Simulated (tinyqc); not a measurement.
Long-channel MOSFET, surface-potential model: two steps of the calculation.

n-channel transistor on a uniformly doped p-type body, gradual-channel approximation, constant mobility, Boltzmann statistics, full ionisation. Potentials are counted from the neutral body; V is the electron quasi-Fermi potential, Vsb at the source and Vsb + Vds at the drain. Charges are magnitudes per area.

Parameters, values chosen for the exercise; material values close to those of silicon: temperature T = 300 K; band gap Eg = 1.11 eV; relative permittivity of the semiconductor eps_r = 11.7; conduction-band density of states at T Nc = 2.83e19 cm^-3; valence-band density of states at T Nv = 2.62e19 cm^-3; acceptor density of the body Na = 4.4e15 cm^-3; relative permittivity of the gate insulator eox = 3.98; insulator thickness tox = 4.8 nm; flat-band voltage Vfb = -0.57 V; source-body reverse bias Vsb = 0 V; gate-source voltage Vgs = 0.62 V.

Constants: q = 1.602176634e-19 C, kB = 1.380649e-23 J/K, Vt = kB T/q, eps0 = 8.8541878128e-14 F/cm where lengths are in cm. Results are converted to the units shown.

Question 1. Body potential, insulator capacitance and body factor. ni = sqrt(Nc Nv) exp(-Eg/(2 Vt)), Eg in volts; phiF = Vt ln(Na/ni); Cox = eps0 eox/tox; gamma = sqrt(2 q eps0 eps_r Na)/Cox. VT = Vfb + 2 phiF + gamma sqrt(2 phiF + Vsb), m = 1 + gamma/(2 sqrt(2 phiF + Vsb)).

Find: ni; phiF; Cox; gamma; VT; m.

Answer 1.

ni = 1.2926e10 cm^-3
phiF = 0.32930 V
Cox = 0.73416 uF/cm^2
gamma = 0.052056 V^0.5
VT = 0.13085 V
m = 1.0321

Question 2. Surface potential at the source by Newton steps. With V = Vsb: G = psi - Vt + Vt e, e = exp((psi - 2 phiF - Vsb)/Vt); f = Vgs + Vsb - Vfb - psi - gamma sqrt(G); f' = -1 - gamma (1 + e)/(2 sqrt(G)); psi(new) = psi - f/f'.

psi after iteration 1 = 0.93896954 V
phiF = 0.32930012 V
gamma = 0.052056296 V^0.5

Find: G; f; f'; psi after iteration 2.

Answer 2.

G = 1326.8 V
f = -1.6451 V
f' = -37.648
psi after iteration 2 = 0.89527 V

Program tinyqc, `OMP_NUM_THREADS=1 python tinyqc.py 2360063 2360064 out.jsonl`; Intel Xeon 2.30GHz, shared host, one thread, about 0.03 s.
